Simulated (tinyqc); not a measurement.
Band bending at a free surface with one surface level, surface photovoltage and Kelvin probe: one step of the calculation.

n-type bulk, xi = Ec - EF = Vt ln(Nc/Nd), p0 = ni^2/Nd, ni = sqrt(Nc Nv) exp(-Eg/(2 Vt)), Eg in volts. b is the upward band bending, u = b/Vt. Space charge per area, in units of q: Qc = sign(b) sqrt((2 eps0 eps_r Vt/q) [(Nd + dn)(exp(-u) - 1) + Nd u + (p0 + dn)(exp(u) - 1)]), with dn the excess density under light (flat quasi-Fermi levels; 0 in the dark). The level holds -Ns f, f = 1/(1 + exp((xi + b - Es)/Vt)). Neutrality: Qc + Qf + (charge of the states) = 0.

Question. Charges against band bending. Evaluate Qc, the surface charge Qf - Ns f and their sum in the dark; the root lies where the sum changes sign.

Parameters, values chosen for the exercise; band and dielectric values close to those of silicon:
- T = 350 K (temperature)
- Eg = 1.12 eV (band gap)
- eps_r = 11.8 (relative permittivity)
- Nc = 3.49e19 cm^-3 (conduction-band density of states at T)
- Nv = 3.29e19 cm^-3 (valence-band density of states at T)
- Nd = 3e17 cm^-3 (donor density)
- Qf = 1.6e11 cm^-2 (fixed positive charge at the surface)
- Ns = 9.8e11 cm^-2 (density of an acceptor-like surface level)
- Es = 0.45 eV (its depth below the conduction edge)

Constants: q = 1.602176634e-19 C, kB = 1.380649e-23 J/K, Vt = kB T/q, eps0 = 8.8541878128e-14 F/cm where lengths are in cm. Results are converted to the units shown.

| point | b (V) |
|---|---|
| 0 | 0.058 |
| 1 | 0.096 |
| 2 | 0.135 |
| 3 | 0.174 |
| 4 | 0.212 |
| 5 | 0.251 |
| 6 | 0.289 |

Find: Qc; surface charge; sum.

Answer.

| point | Qc (cm^-2) | surface charge (cm^-2) | sum (cm^-2) |
|---|---|---|---|
| 0 | 3.5521e11 | -8.1974e11 | -4.6453e11 |
| 1 | 5.1235e11 | -8.1909e11 | -3.0674e11 |
| 2 | 6.4152e11 | -8.1669e11 | -1.7518e11 |
| 3 | 7.5044e11 | -8.0805e11 | -5.7608e10 |
| 4 | 8.4355e11 | -7.7913e11 | 6.4419e10 |
| 5 | 9.2957e11 | -6.8587e11 | 2.4370e11 |
| 6 | 1.0064e12 | -4.6861e11 | 5.3775e11 |

The sum rises steadily with b, so there is one root; bisection gives b = 0.19283 V.

tinyqc, about 0.01 s, one thread, Intel Xeon 2.30GHz (shared host): `OMP_NUM_THREADS=1 python tinyqc.py 2430051 2430052 out.jsonl`
